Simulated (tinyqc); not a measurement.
From results back to parameters: static screening by free carriers. Two cases, with inputs chosen for the exercise.

Problem. At zero temperature the gas shows Friedel oscillations of period pi/kF and a Thomas-Fermi length 1/qTF; n and m are hidden.

kF = (3 pi^2 n/Mv)^(1/3), EF = c kF^2/m with c = hbar^2/2m0, n in 1/angstrom^3 (1e-24 per 1/cm^3), e2 = e^2/(4 pi eps0). Thomas-Fermi: qTF^2 = 6 pi e2 n/(eps EF). Debye: qD^2 = 4 pi e2 n/(eps kB T).

Constants: hbar^2/2m0 = 3.80998211 eV angstrom^2; e^2/(4 pi eps0) = 14.39964547 eV angstrom.

Case 1.

Values chosen (out of a larger set: near those of GaN; not measured data): Mv = 1 (valleys); eps = 9.42 (background dielectric constant).

period = 93.0454 angstrom
1/qTF = 23.9590 angstrom

Case 2.

Values chosen (out of a larger set: a free-electron density near that of Al; not measured data): Mv = 1 (valleys); eps = 1 (background dielectric constant).

period = 1.80864 angstrom
1/qTF = 0.489155 angstrom

Find: kF; n; m.

Solution. kF = pi/period and n = Mv kF^3/(3 pi^2); qTF^2 = 2 e2 Mv m kF/(pi eps c) then gives m.

Case 1.

kF = 0.03376 1/angstrom
n = 1.30e+18 1/cm^3
m = 0.202 m0

Case 2.

kF = 1.737 1/angstrom
n = 1.77e+23 1/cm^3
m = 1.000 m0

Computed by tinyqc, one run a case: `OMP_NUM_THREADS=1 python tinyqc.py N N+1 out.jsonl` with N = 1650393, 1650394; one thread of a shared Intel(R) Xeon(R) Processor @ 2.30GHz, about 0.01 s a run at most.
